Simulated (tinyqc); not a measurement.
Comparisons within one model: inter-valley coupling by envelope functions against a chain of atomic planes. A value that a table varies takes the place of the one given here.

Chain: E(phi) = e0 + 2 v cos(phi) + 2 u cos(2 phi), cos(phi0) = -v/(4u), e0 = 2u + v^2/(4u); plane j = 0, 1, ... has the potential V_j = dE x_j + F (j - 30) a/4 (1 MV/m = 1e-4 V/angstrom). There are 30 barrier planes a side; with y = j - 29.5, x_j = xb (f(y) + f(Nw - y)), f(y) = 1/(1 + exp(y/L)), plus any Ge added in the well. The valley splitting is the spacing of the two lowest levels. Envelope theory: F_j solves a one-valley chain with hopping -b and diagonal 2b + V_j, b = 4u sin^2(phi0), sum F_j^2 = 1; the valleys couple by Dv = sum_j F_j^2 V_j exp(-2 i phi0 j) and split by 2|Dv|.

Values chosen for the exercise (near those of the Delta valleys of silicon in a SiGe well; shifted at random, so the results belong to these values and not to a real crystal):
- a = 5.431 angstrom (lattice constant; planes lie a/4 apart)
- u = 0.58 eV (second-neighbour hopping)
- v = 0.561 eV (nearest hopping)
- Nw = 40 (planes in the well)
- L = 1 planes (interface width)
- xb = 0.25 (Ge fraction of the barriers)
- dE = 0.59 eV (offset per unit Ge fraction)
- F = 0 MV/m (field)
- xs = 0.1 (Ge fraction added on that plane)
- xw = 0.007 (mean Ge fraction of the wiggle)
- x0 = 6511 (start of the number sequence)
- na = 8000 (atoms a plane under the dot)
- js = 54 (plane j of a Ge spike (the well starts at j = 30))

## Position of the spike

The spike is moved through the well; position counted from the first well plane, j - 30.

Against position:

| j - 30 | F_j^2, smooth | mean of the doublet (meV) | splitting, chain (micro-eV) | envelope | first order |
|---|---|---|---|---|---|
| 2 | 0.00616 | 10.27 | 592 | 584 | 727 |
| 5 | 0.01323 | 10.58 | 1223 | 1205 | 1561 |
| 8 | 0.02170 | 10.98 | 2007 | 1981 | 2561 |
| 12 | 0.03268 | 11.55 | 3152 | 3129 | 3857 |
| 16 | 0.04044 | 12.03 | 4122 | 4109 | 4772 |
| 20 | 0.04274 | 12.19 | 4446 | 4434 | 5044 |
| 26 | 0.03503 | 11.69 | 3428 | 3409 | 4134 |
| 32 | 0.01881 | 10.84 | 1735 | 1711 | 2220 |
| 38 | 0.00436 | 10.18 | 425 | 419 | 515 |

The splitting is largest at plane 20 among these rows (4446 micro-eV), and the smooth envelope peaks at plane 19, counting all planes; without a spike it is 2.3. Where the splitting exceeds 20 micro-eV the envelope theory lies within 1.5 % of the chain and first order within 28 %.

## A periodic Ge profile (wiggle well)

periods (planes): pi/phi0 1.73088, pi/(pi - phi0) 2.36822

Added fraction xw (1 - cos(2 pi (j - 30)/p)) on the well planes; p = f times the resonant period pi/(pi - phi0). At resonance the estimate is dE xw.

Against period:

| f | p (planes) | mean of the doublet (meV) | splitting, chain (micro-eV) | envelope |
|---|---|---|---|---|
| 0.90 | 2.1314 | 14.03 | 103 | 103 |
| 0.95 | 2.2498 | 13.97 | 1892 | 1957 |
| 0.98 | 2.3209 | 14.03 | 3653 | 3694 |
| 0.99 | 2.3445 | 14.05 | 3963 | 3980 |
| 1.00 | 2.3682 | 14.06 | 4092 | 4086 |
| 1.01 | 2.3919 | 14.05 | 4010 | 3988 |
| 1.02 | 2.4156 | 14.03 | 3732 | 3698 |
| 1.05 | 2.4866 | 13.98 | 2310 | 2260 |
| 1.10 | 2.6050 | 14.00 | 241 | 220 |
| 1.50 | 3.5523 | 14.05 | 6 | 6 |
| 3.00 | 7.1046 | 14.05 | 18 | 18 |

The splitting peaks at f = 1 with 4.09 meV, against the estimate dE xw = 4.13 meV, and is 0.89 and 0.91 of the value at f = 1 two per cent off to either side: the width of the resonance is set by the number of periods under the envelope. At f = 3 it is 18 micro-eV. The chain has one orbital a plane and knows only this resonance; longer periods that work through other bands are outside it.

## Random alloy fluctuations

A uniform fraction x is added on all planes. Each plane j then fluctuates by q sqrt(x_j (1 - x_j)/na) in Ge fraction, q = sqrt12 (z/2147483647 - 1/2) with z(new) = 16807 z mod 2147483647 from x0, restarted for each row; 24 samples. Theory: Dv is a complex Gaussian with sigma^2 = dE^2 sum F_j^4 x_j (1 - x_j)/na, and the mean splitting is sqrt(pi) sigma if the smooth part is negligible.

Splitting (micro-eV):

| x | sigma | sqrt(pi) sigma | mean of 24 | least | largest |
|---|---|---|---|---|---|
| 0.00 | 19.3 | 34.2 | 34.6 | 14.2 | 99.1 |
| 0.01 | 118.8 | 210.5 | 199.1 | 28.2 | 386.4 |
| 0.02 | 166.0 | 294.2 | 280.7 | 76.3 | 549.2 |
| 0.05 | 257.4 | 456.2 | 438.1 | 167.8 | 861.2 |
| 0.10 | 353.8 | 627.2 | 603.9 | 244.4 | 1188.2 |

Without added Ge the disorder sits in the barriers, where the state is small: mean 34.6 micro-eV, against 2.3 for the smooth well. With 5 % Ge in the well the mean is 438, theory 456, with a statistical error of about 11 % for 24 samples; the miss is -4 %, and since every row reuses one sequence the rows with added Ge miss alike. The spread grows with the mean: at 5 % the samples run from 168 to 861, so small splittings remain possible. sigma falls as 1/sqrt(na) for larger dots. A chain with one orbital a plane has no Bloch-function factor, which scales all these couplings down in fuller models.

## What each parameter does

Chain with the spike on plane js. Each row changes one parameter from the base and keeps the others.

Results:

| case | level (meV) | splitting (micro-eV) |
|---|---|---|
| base | 11.931 | 3917.5 |
| Nw = 46 | 9.758 | 3850.4 |
| L = 1.5 planes | 12.641 | 4009.7 |
| xb = 0.3 | 12.318 | 3983.9 |
| dE = 0.649 eV | 12.299 | 4281.3 |
| F = 2 MV/m | 16.820 | 3476.0 |
| js = 57 | 11.548 | 3151.6 |
| xs = 0.13 | 12.403 | 4862.0 |

The largest shifts from the base row, up to three for each result and ties (the steps differ in size, so this ranks the rows, not the parameters). level (meV): F +4.889, Nw -2.173, L +0.710. splitting (micro-eV): xs +944.5, js -765.9, F -441.5.

(tinyqc, `OMP_NUM_THREADS=1 python tinyqc.py 1482469 1482470 out.jsonl`, Intel(R) Xeon(R) Processor @ 2.30GHz, 1 thread, shared host, about 0.07 s.)
